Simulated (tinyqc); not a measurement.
# Thin-body transistor below threshold, two-dimensional Poisson equation on a small mesh: effect of the relative permittivity of the insulator

A thin body on a thick buried insulator of low permittivity, taken as carrying no normal field at the bottom of the body (row 0). Mobile charge is neglected (subthreshold), the body is fully depleted, and potentials are counted from the intrinsic level; rows run upward to the gate, columns from source to drain.

Mesh: rows i = 0..12 in the semiconductor (step hs = tb/12, row 12 on the interface), then 8 step(s) ho = tox/8 up to the gate row 20; columns j = 0..80 (step hy = L/80). Box integration, divided by eps0: up_i = eps hy/h of the interval above row i, dn_i = that of the interval below (0 for row 0), lat_i = (sum of eps h/2 over the intervals above and below)/hy, s_i = -q Na w_i hy/eps0 with w_i the semiconductor height of the box (hs/2 for row 0 and the interface row, hs between, 0 in the insulator). Each free node obeys (up + dn + 2 lat) psi = up psi(above) + dn psi(below) + lat [psi(left) + psi(right)] + s. Fixed values: gate row Vg - Vfb; column 0 at Vbi and the last column at Vbi + Vd in the semiconductor, each running linearly to Vg - Vfb across the insulator. The system is solved directly. On row 0 the minimum of psi and its place come from a parabola through the three lowest nodes; barrier = Vbi - minimum, swing = Vt ln 10/(d psi/dVg), DIBL = (d psi/dVd)/(d psi/dVg) there. Lambda = pi/k with k the smallest positive root of tan(k tox) tan(k tb) = eox/eps_r.

Values chosen for this exercise; semiconductor permittivity made up:
- T = 273 K (temperature)
- eps_r = 12.2 (relative permittivity of the semiconductor)
- tb = 6 nm (body thickness)
- tox = 2.2 nm (insulator thickness)
- L = 57 nm (channel length)
- Na = 0 cm^-3 (acceptor density of the depleted body)
- Vbi = 0.49 V (potential of the source)
- Vfb = 0.02 V (gate offset)
- Vg = 0.1 V (gate voltage)
- Vd = 0.05 V (drain voltage)

Constants: q = 1.602176634e-19 C, kB = 1.380649e-23 J/K, Vt = kB T/q, eps0 = 8.8541878128e-14 F/cm where lengths are in cm. Results are converted to the units shown.

Effect of the relative permittivity of the insulator:
```
eox	L/Lambda	barrier (V)	place y/L	swing (mV/decade)	DIBL (mV/V)
3.9	2.444	0.3892	0.4925	56.90	23.78
5.9	2.827	0.3982	0.4935	55.69	13.22
8.8	3.194	0.4031	0.4943	55.05	7.643
13	3.528	0.4057	0.4948	54.71	4.674
20	3.848	0.4073	0.4952	54.51	2.926
30	4.094	0.4081	0.4955	54.40	2.048
```

What does the comparison show?

As eox goes from 3.9 to 30, the barrier rises from 0.389 to 0.408 V, the swing falls from 56.9 to 54.4 mV a decade and DIBL falls from 23.8 to 2.05 mV/V; the ideal swing is 54.2. L/Lambda goes from 2.4 to 4.1.

Program tinyqc, `OMP_NUM_THREADS=1 python tinyqc.py 2480038 2480039 out.jsonl`; Intel Xeon 2.30GHz, shared host, one thread, about 0.1 s.
